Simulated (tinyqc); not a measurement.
# Thermoelectric coefficients with electrons and holes, Landauer integrals, step by step

Computed by the program tinyqc: `OMP_NUM_THREADS=1 python tinyqc.py 2800109 2800110 out.jsonl`, one thread of a shared Intel Xeon 2.30GHz, about 0.04 s for the whole run. Printed values are rounded.

Bulk parabolic band, x = (E - Ec)/kB T, C = hbar^2/(2 m0), kB T in eV. Modes per area gv m kB T x/(4 pi C) times the back-scattering length l0 x^rr give the transport function s0 X(x), s0 = (2 q^2/h) gv m kB T l0/(4 pi C), X = x^(1 + rr). Holes have the same form with the prefactor bb s0 and the reduced level -eta - xg in place of eta. I_k = int X (x - eta)^k w dx, w = 1/(4 cosh^2((x - eta)/2)).

Values chosen for this exercise:

| symbol | value | unit | meaning |
|---|---|---|---|
| T | 400 | K | temperature |
| m | 0.5 | m0 | mass of one valley |
| gv | 3 |  | valleys |
| l0 | 1.6 | nm | back-scattering length at x = 1 |
| rr | 1 |  | energy exponent of that length |
| kL | 0.58 | W/(m K) | lattice thermal conductivity |
| eta | -1.2 |  | reduced Fermi level (EF - Ec)/kB T |
| xg | 4.9 |  | gap over kB T |
| bb | 2.1 |  | ratio of the hole prefactor to the electron prefactor |
| xa | 0 |  | lower end of the grid |
| xe | 12 |  | upper end of the grid |
| nE | 13 |  | points of the grid |

Constants: q = 1.602176634e-19 C, kB = 1.380649e-23 J/K, hbar = 1.054571817e-34 J s, h = 6.62607015e-34 J s, m0 = 9.1093837015e-31 kg, Vt = kB T/q, hbar^2/(2 m0) = 0.0380998212 eV nm^2. Results are converted to the units shown.

Range of the model: Parabolic bands, elastic scattering and a fixed kL make these model figures, not those of a material.

## The three integrals on a coarse grid

Simpson's rule on nE equally spaced points from xa to xe.

```
point,x,X,w,X w
0,0.0000,0,0.177894,0
1,1.0000,1,0.0898003,0.0898003
2,2.0000,4,0.0376318,0.150527
3,3.0000,9,0.0145558,0.131002
4,4.0000,16,0.00545620,0.0872992
5,5.0000,25,0.00202122,0.0505305
6,6.0000,36,7.45472e-4,0.0268370
7,7.0000,49,2.74503e-4,0.0134506
8,8.0000,64,1.01019e-4,0.00646522
9,9.0000,81,3.71676e-5,0.00301057
10,10.0000,100,1.36738e-5,0.00136738
11,11.0000,121,5.03040e-6,6.08679e-4
12,12.0000,144,1.85059e-6,2.66486e-4
```

I_0, I_1, I_2 on this grid: [0.566289, 2.41626, 12.0183]

Converged values are 0.56224, 2.4192 and 12.096; the grid is 0.72 % above the first and 0.65 % below the last.

## Coefficients of the electrons

converged I_0, I_1, I_2: [0.562237, 2.41921, 12.0965]

sigma = s0 I_0, S = -(kB/q) I_1/I_0, Lorenz number L = (kB/q)^2 [I_2/I_0 - (I_1/I_0)^2], kappa_e = L sigma T.

s0 = 133.877 S/cm
sigma = 75.2706 S/cm
S = -370.790 uV/K
L = 2.22814 x 1e-8 V^2/K^2
kappa_e = 0.0670855 W/(m K)

L is 8.8 % below the Sommerfeld value (pi^2/3)(kB/q)^2 = 2.443e-8 V^2/K^2. The non-degenerate form -(kB/q)(2 + rr - eta) gives -362 uV/K, 2.4 % below S in size.

## Both bands together

converged I_0, I_1, I_2 of the holes: [0.0491447, 0.329722, 2.35960]

sigma = s0 I_0, S = -(kB/q) I_1/I_0, Lorenz number L = (kB/q)^2 [I_2/I_0 - (I_1/I_0)^2], kappa_e = L sigma T. With both bands: sigma = sigma_n + sigma_p, S = (sigma_n S_n + sigma_p S_p)/sigma with S_p = +(kB/q) I_1/I_0 of the holes, and kappa_e is the sum of L sigma T of both bands and the bipolar term sigma_n sigma_p (S_p - S_n)^2 T/sigma. Power factor S^2 sigma, ZT = S^2 sigma T/(kappa_e + kL).

sigma_p = 13.8166 S/cm
S_p = 578.154 uV/K
S = -223.617 uV/K
bipolar kappa = 0.420487 W/(m K)
ZT = 0.165009

Holes carry 15.5 % of the conductivity and change S from -371 to -224 uV/K. Electrons alone would give ZT = 0.640.
